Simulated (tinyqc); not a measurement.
Internal photoemission over an interface barrier: one step of the calculation.

Electrons are excited from a metal over the barrier Phi(F) = P0 - sqrt(q F/(4 pi eps0 ei)), whose top lies at xm = sqrt(q/(16 pi eps0 ei F)). The yield is Y = A (hv - Phi)^p exp(-xm/l), with A = 1 here.

Problem. Threshold from a spectrum. The yields were made at this field with a scatter of 1 %. Fit Y^(1/n) on hv by least squares for n = 2 and n = 3; the zero of the line is the threshold.

```
point  hv (eV)        Y
0         1.76  0.02034
1         1.89  0.06849
2         2.02   0.1444
3         2.15   0.2465
4         2.28   0.3811
5         2.41   0.5357
```

Give: Y^(1/2); Y^(1/3); threshold for n = 2; threshold for n = 3.

Solution.

```
point  Y^(1/2)  Y^(1/3)
0      0.14262  0.27297
1      0.26171  0.40914
2      0.38000  0.52463
3      0.49649  0.62701
4      0.61733  0.72501
5      0.73192  0.81216
```

threshold for n = 2 = 1.6021 eV
threshold for n = 3 = 1.4026 eV

Computed by the program tinyqc: `OMP_NUM_THREADS=1 python tinyqc.py 2410052 2410053 out.jsonl`, one thread of a shared Intel Xeon 2.30GHz, about 0.01 s for the whole run.
